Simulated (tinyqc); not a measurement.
Octagonal on-chip spiral inductor, lumped pi model: quality factor against frequency.

Outer diameter do = di + 2 n wd + 2 (n - 1) sp, mean da = (do + di)/2, fill p = (do - di)/(do + di), length l = 3.314 n da. L = 2.25 mu0 n^2 da/(1 + 3.55 p), mu0 = 4 pi 1e-7 H/m. Rs = rho l/(wd delta (1 - exp(-th/delta))), delta = sqrt(rho/(pi f mu0)). Cs = n wd^2 eps0 eo/hu across the coil. At each end Cox = l wd eps0 eo/(2 ho) leads to the substrate branch Rsi = 2 rs he/(l wd) in parallel with Csi = l wd eps0 11.7/(2 he). With one end grounded Y = 1/(Rs + i w L) + i w Cs + 1/[1/(i w Cox) + 1/(1/Rsi + i w Csi)], w = 2 pi f; Q = -Im Y/Re Y. Eddy currents in neighbouring turns and in the substrate are left out.

Apparent inductance Im(1/Y)/w; share of the loss Re(substrate branch)/Re Y.

Parameters, values chosen for the exercise; values of the order met in silicon radio-frequency processes: number of turns n = 4.5; line width wd = 4 um; space between turns sp = 3 um; inner diameter di = 80 um; metal thickness th = 2 um; metal resistivity rho = 2.2 uohm cm; oxide below the coil ho = 9.7 um; oxide between coil and underpass hu = 1.2 um; relative permittivity of the oxide eo = 3.9; substrate resistivity rs = 1 ohm cm; effective spreading depth in the substrate he = 30 um.

Constants: eps0 = 8.8541878128e-12 F/m. Results are converted to the units shown.

Result of one run:

| f (GHz) | Rs (ohm) | w L/Rs | Q | apparent inductance (nH) | loss in the substrate (%) |
|---|---|---|---|---|---|
| 2.9 | 8.4059 | 6.9682 | 6.8535 | 3.2607 | 0.16963 |

What becomes of these results when the frequency f is changed from 2.9 to 7.8 GHz, all else the same?

Result of the changed run:

| f (GHz) | Rs (ohm) | w L/Rs | Q | apparent inductance (nH) | loss in the substrate (%) |
|---|---|---|---|---|---|
| 7.8 | 11.619 | 13.559 | 11.418 | 3.5840 | 5.9092 |

The whole series:

| f (GHz) | Rs (ohm) | w L/Rs | Q | apparent inductance (nH) | loss in the substrate (%) |
|---|---|---|---|---|---|
| 0.41 | 5.7652 | 1.4364 | 1.4358 | 3.2151 | 1.4419e-4 |
| 0.67 | 6.1695 | 2.1935 | 2.1914 | 3.2166 | 7.8169e-4 |
| 1.1 | 6.7156 | 3.3084 | 3.3007 | 3.2207 | 0.0047136 |
| 1.8 | 7.4476 | 4.8816 | 4.8518 | 3.2318 | 0.029078 |
| 2.9 | 8.4059 | 6.9682 | 6.8535 | 3.2607 | 0.16963 |
| 4.8 | 9.7891 | 9.9040 | 9.4053 | 3.3452 | 1.0696 |
| 7.8 | 11.619 | 13.559 | 11.418 | 3.5840 | 5.9092 |
| 13 | 14.265 | 18.407 | 9.4422 | 4.4829 | 27.876 |
| 21 | 17.639 | 24.047 | 2.0734 | 9.9930 | 67.018 |

Q goes from 1.44 through a maximum of 11.4 (at f = 7.8 GHz among the rows listed) to 2.07; the exact peak is 11.5 at 8.75 GHz and Q reaches zero at the self-resonance, 24.6 GHz. The share of the substrate rises from 1.44e-4 to 67.0 %, and the apparent inductance ends at 3.11 times L. At the peak the substrate takes 8.66 % of the loss. For f = 21 the coil is longer than 0.15 of a wavelength in the oxide, where one lumped section is rough.

tinyqc, about 0.01 s, one thread, Intel Xeon 2.30GHz (shared host): `OMP_NUM_THREADS=1 python tinyqc.py 2302179 2302180 out.jsonl`
